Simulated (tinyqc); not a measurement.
Inside a calculation. Method: RKS/LDA (PW92) in the 6-31g basis, for H3+, spin multiplicity 1. One step of it, computed by the program tinyqc.

Problem. Iteration 1: building the Kohn-Sham matrix. J_ij = sum D_kl (ij|kl); F = H + J + V_xc; E = tr D H + tr D J / 2 + E_xc + E_nn.

D at the start:
```
           1H 1s      1H 2s      2H 1s      2H 2s      3H 1s      3H 2s
1H 1s   0.209272  -0.813026  -0.477135   0.436410  -0.199699   0.443413
1H 2s  -0.813026   3.158623   1.853678  -1.695463   0.775837  -1.722670
2H 1s  -0.477135   1.853678   1.087855  -0.995004   0.455310  -1.010971
2H 2s   0.436410  -1.695463  -0.995004   0.910078  -0.416448   0.924682
3H 1s  -0.199699   0.775837   0.455310  -0.416448   0.190565  -0.423131
3H 2s   0.443413  -1.722670  -1.010971   0.924682  -0.423131   0.939521
```

core Hamiltonian H = T + V (hartree):
```
           1H 1s      1H 2s      2H 1s      2H 2s      3H 1s      3H 2s
1H 1s  -0.923925  -0.921180  -0.130214  -0.370437  -0.089724  -0.317038
1H 2s  -0.921180  -1.054422  -0.370437  -0.642534  -0.313421  -0.581059
2H 1s  -0.130214  -0.370437  -0.923925  -0.921180  -0.089724  -0.317038
2H 2s  -0.370437  -0.642534  -0.921180  -1.054422  -0.313421  -0.581059
3H 1s  -0.089724  -0.313421  -0.089724  -0.313421  -0.899468  -0.905114
3H 2s  -0.317038  -0.581059  -0.317038  -0.581059  -0.905114  -1.032934
```

Two-electron integrals (ij|kl) in chemists' order, unique and non-zero (hartree):
```
(11|11) 1.076566   (21|11) 0.578470   (21|21) 0.329423   (22|11) 0.587396
(22|21) 0.361304   (22|22) 0.453150   (31|11) 0.031287   (31|21) 0.019184
(31|22) 0.023600   (31|31) 0.002125   (32|11) 0.091871   (32|21) 0.059442
(32|22) 0.083031   (32|31) 0.007538   (32|32) 0.035797   (33|11) 0.345246
(33|21) 0.226783   (33|22) 0.333828   (33|31) 0.031287   (33|32) 0.180780
(33|33) 1.076566   (41|11) 0.180780   (41|21) 0.104433   (41|22) 0.117181
(41|31) 0.007538   (41|32) 0.023892   (41|33) 0.091871   (41|41) 0.035797
(42|11) 0.250602   (42|21) 0.157373   (42|22) 0.206992   (42|31) 0.014161
(42|32) 0.057132   (42|33) 0.250602   (42|41) 0.057132   (42|42) 0.117272
(43|11) 0.226783   (43|21) 0.148526   (43|22) 0.216687   (43|31) 0.019184
(43|32) 0.104433   (43|33) 0.578470   (43|41) 0.059442   (43|42) 0.157373
(43|43) 0.329423   (44|11) 0.333828   (44|21) 0.216687   (44|22) 0.310829
(44|31) 0.023600   (44|32) 0.117181   (44|33) 0.587396   (44|41) 0.083031
(44|42) 0.206992   (44|43) 0.361304   (44|44) 0.453150   (51|11) 0.019082
(51|21) 0.011822   (51|22) 0.014817   (51|31) 0.000898   (51|32) 0.003097
(51|33) 0.012096   (51|41) 0.004155   (51|42) 0.007522   (51|43) 0.007909
(51|44) 0.011357   (51|51) 0.000878   (52|11) 0.072224   (52|21) 0.046956
(52|22) 0.066633   (52|31) 0.003859   (52|32) 0.015577   (52|33) 0.064916
(52|41) 0.016727   (52|42) 0.036365   (52|43) 0.042463   (52|44) 0.061642
(52|51) 0.003990   (52|52) 0.025224   (53|11) 0.012096   (53|21) 0.007909
(53|22) 0.011357   (53|31) 0.000898   (53|32) 0.004155   (53|33) 0.019082
(53|41) 0.003097   (53|42) 0.007522   (53|43) 0.011822   (53|44) 0.014817
(53|51) 0.000605   (53|52) 0.003581   (53|53) 0.000878   (54|11) 0.064916
(54|21) 0.042463   (54|22) 0.061642   (54|31) 0.003859   (54|32) 0.016727
(54|33) 0.072224   (54|41) 0.015577   (54|42) 0.036365   (54|43) 0.046956
(54|44) 0.066633   (54|51) 0.003581   (54|52) 0.024264   (54|53) 0.003990
(54|54) 0.025224   (55|11) 0.320896   (55|21) 0.211017   (55|22) 0.313824
(55|31) 0.017548   (55|32) 0.075184   (55|33) 0.320896   (55|41) 0.075184
(55|42) 0.176500   (55|43) 0.211017   (55|44) 0.313824   (55|51) 0.019082
(55|52) 0.150471   (55|53) 0.019082   (55|54) 0.150471   (55|55) 1.076566
(61|11) 0.150471   (61|21) 0.087113   (61|22) 0.098092   (61|31) 0.005639
(61|32) 0.017844   (61|33) 0.068405   (61|41) 0.028734   (61|42) 0.045238
(61|43) 0.044638   (61|44) 0.064148   (61|51) 0.003990   (61|52) 0.016096
(61|53) 0.002651   (61|54) 0.014448   (61|55) 0.072224   (61|61) 0.025224
(62|11) 0.219541   (62|21) 0.138244   (62|22) 0.183020   (62|31) 0.010504
(62|32) 0.040105   (62|33) 0.167251   (62|41) 0.047423   (62|42) 0.093105
(62|43) 0.107915   (62|44) 0.152109   (62|51) 0.008184   (62|52) 0.042721
(62|53) 0.006923   (62|54) 0.040402   (62|55) 0.219541   (62|61) 0.042721
(62|62) 0.094692   (63|11) 0.068405   (63|21) 0.044638   (63|22) 0.064148
(63|31) 0.005639   (63|32) 0.028734   (63|33) 0.150471   (63|41) 0.017844
(63|42) 0.045238   (63|43) 0.087113   (63|44) 0.098092   (63|51) 0.002651
(63|52) 0.014448   (63|53) 0.003990   (63|54) 0.016096   (63|55) 0.072224
(63|61) 0.013928   (63|62) 0.034110   (63|63) 0.025224   (64|11) 0.167251
(64|21) 0.107915   (64|22) 0.152109   (64|31) 0.010504   (64|32) 0.047423
(64|33) 0.219541   (64|41) 0.040105   (64|42) 0.093105   (64|43) 0.138244
(64|44) 0.183020   (64|51) 0.006923   (64|52) 0.040402   (64|53) 0.008184
(64|54) 0.042721   (64|55) 0.219541   (64|61) 0.034110   (64|62) 0.085025
(64|63) 0.042721   (64|64) 0.094692   (65|11) 0.211017   (65|21) 0.138495
(65|22) 0.204386   (65|31) 0.011505   (65|32) 0.049234   (65|33) 0.211017
(65|41) 0.049234   (65|42) 0.114295   (65|43) 0.138495   (65|44) 0.204386
(65|51) 0.011822   (65|52) 0.087113   (65|53) 0.011822   (65|54) 0.087113
(65|55) 0.578470   (65|61) 0.046956   (65|62) 0.138244   (65|63) 0.046956
(65|64) 0.138244   (65|65) 0.329423   (66|11) 0.313824   (66|21) 0.204386
(66|22) 0.296306   (66|31) 0.016757   (66|32) 0.071832   (66|33) 0.313824
(66|41) 0.071832   (66|42) 0.162788   (66|43) 0.204386   (66|44) 0.296306
(66|51) 0.014817   (66|52) 0.098092   (66|53) 0.014817   (66|54) 0.098092
(66|55) 0.587396   (66|61) 0.066633   (66|62) 0.183020   (66|63) 0.066633
(66|64) 0.183020   (66|65) 0.361304   (66|66) 0.453150
```

nuclear repulsion = 0.98733158 hartree

V_xc (hartree):
```
           1H 1s      1H 2s      2H 1s      2H 2s      3H 1s      3H 2s
1H 1s  -0.199903  -0.146829  -0.012505  -0.046035  -0.004913  -0.036025
1H 2s  -0.146829  -0.223928  -0.068814  -0.105369  -0.028666  -0.079520
2H 1s  -0.012505  -0.068814  -0.449247  -0.210767  -0.005935  -0.053580
2H 2s  -0.046035  -0.105369  -0.210767  -0.201291  -0.031248  -0.086115
3H 1s  -0.004913  -0.028666  -0.005935  -0.031248  -0.190331  -0.111254
3H 2s  -0.036025  -0.079520  -0.053580  -0.086115  -0.111254  -0.164704
```

E_xc = sum of w rho eps_xc = -0.47281820 hartree

Give: Coulomb J; Kohn-Sham matrix F; total energy of this density.

Solution.

Coulomb J (hartree):
```
       1H 1s  1H 2s  2H 1s  2H 2s  3H 1s  3H 2s
1H 1s  0.774  0.500  0.041  0.169  0.022  0.137
1H 2s  0.500  0.697  0.193  0.369  0.117  0.302
2H 1s  0.041  0.193  1.000  0.577  0.024  0.158
2H 2s  0.169  0.369  0.577  0.701  0.120  0.310
3H 1s  0.022  0.117  0.024  0.120  0.612  0.397
3H 2s  0.137  0.302  0.158  0.310  0.397  0.577
```

Kohn-Sham matrix F (hartree):
```
        1H 1s   1H 2s   2H 1s   2H 2s   3H 1s   3H 2s
1H 1s  -0.350  -0.568  -0.102  -0.248  -0.073  -0.216
1H 2s  -0.568  -0.581  -0.246  -0.379  -0.225  -0.359
2H 1s  -0.102  -0.246  -0.373  -0.555  -0.072  -0.212
2H 2s  -0.248  -0.379  -0.555  -0.554  -0.225  -0.357
3H 1s  -0.073  -0.225  -0.072  -0.225  -0.478  -0.619
3H 2s  -0.216  -0.359  -0.212  -0.357  -0.619  -0.621
```

total energy of this density = 0.33174 hartree

This density is the starting one.
